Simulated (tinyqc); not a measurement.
From results back to parameters: k.p values derived from sp3s* tight binding at Gamma. Two cases, with inputs chosen for the exercise.

Problem. The electron mass obeys m0/m = A + Ep/EG, where A gathers the direct term and the higher bands, and Ep = P^2/c with c = hbar^2/2m0, P = (a/4)(sa pc Vsapc + sc pa Vscpa). The mass comes from a hidden Vscpa (s cation, p anion); sa, sc are the anion and cation parts of S+, the upper s level at Gamma, and pa, pc those of P-, the lower p level (P+ is the upper one).

Constants: hbar^2/2m0 = 3.80998211 eV angstrom^2.

Find: Ep; Vscpa.

Method. Ep = (m0/m - A) EG gives |P|; both terms of P have the sign of sc pa, and the linear relation gives Vscpa. A is held fixed, though its part from P+ also depends on Vscpa.

Case 1.

Values chosen (out of a larger set: near a published set for GaP, fitted to gaps, whose masses and valley positions are rough; not measured data): a = 5.446 angstrom (lattice constant); Vsapc = 4.265 eV (s anion, p cation).

m = 0.2556098 m0
A = -1.70022
EG = 2.862628 eV

sa, sc, pa, pc: 0.561238  -0.827654  0.885846  -0.463979

Solution.

Ep = 16.07 eV
Vscpa = 6.32 eV

Case 2.

Values chosen (out of a larger set: near a published set for Ge, fitted to gaps, whose masses and valley positions are rough; not measured data): a = 5.661 angstrom (lattice constant); Vsapc = 5.485 eV (s anion, p cation).

m = 0.0600726 m0
A = -1.76559
EG = 0.859000 eV

sa, sc, pa, pc: 0.707107  -0.707107  0.707107  -0.707107

Solution.

Ep = 15.82 eV
Vscpa = 5.49 eV

Computed by tinyqc, one run a case: `OMP_NUM_THREADS=1 python tinyqc.py N N+1 out.jsonl` with N = 1452530, 1452541; one thread of a shared Intel(R) Xeon(R) Processor @ 2.30GHz, about 0.01 s a run at most.
